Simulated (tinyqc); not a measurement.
Random telegraph noise from one oxide trap in a small MOSFET: one step of the calculation.

An acceptor-like trap exchanges electrons with the channel. Inversion charge Q = Cox u, u = n Vt W0(exp((Vg - VT)/(n Vt))), W0 the Lambert function, n = nf, Cox = eps0 eox/tox; linear regime Id = (W/L) mu Q Vd. Relative to threshold the surface potential rises by Vt ln(u/u0) and the oxide voltage by the rest of Vg - VT, with u0 = n Vt W0(1).

Task. Trap level, time constants and occupancy. N = Cox u/q; dpsi = Vt ln(u/u0); E = E0 - dpsi - (xt/tox)(Vg - VT - dpsi); capture time tc = 1/[(N/zi) vth s0 exp(-xt/lt - EB/Vt)]; emission time te = tc exp(-E/Vt); occupancy te/(tc + te).

Parameters, values chosen for the exercise; values of the order met in silicon transistors:
```
symbol  value  unit                                                                 meaning
T         300     K                                                             temperature
eox      9.11        relative permittivity of the gate insulator (close to aluminium oxide)
tox       3.3    nm                                                     insulator thickness
xt        1.6    nm                            depth of the trap from the channel interface
E0       0.28    eV                   trap level above the channel Fermi level at threshold
s0      4e-15  cm^2                                                       capture prefactor
EB       0.51    eV                                    capture barrier (lattice relaxation)
lt       0.14    nm                                                 tunnelling decay length
vth       2e7  cm/s                                                        thermal velocity
zi        1.6    nm                                        thickness of the inversion layer
VT       0.36     V                                                       threshold voltage
nf       1.09                                                                   body factor
Vg       0.89     V                                                            gate voltage
```

Constants: q = 1.602176634e-19 C, kB = 1.380649e-23 J/K, Vt = kB T/q, eps0 = 8.8541878128e-14 F/cm where lengths are in cm. Results are converted to the units shown.

Wanted: u; N; dpsi; E; tc; te; occupancy.

Result.

u = 0.45181 V
N = 6.8929e12 cm^-2
dpsi = 0.086393 V
E = -0.021475 eV
tc = 9.8541 s
te = 22.615 s
occupancy = 0.69650

The trap lies 0.83 Vt below the Fermi level, so it is filled most of the time.

Range of the model: VT is taken as given; short-channel effects and the uneven flow of current among few electrons are left out.

Numbers from tinyqc (`OMP_NUM_THREADS=1 python tinyqc.py 2710032 2710033 out.jsonl`; about 0.01 s on one thread of a shared Intel Xeon 2.30GHz).
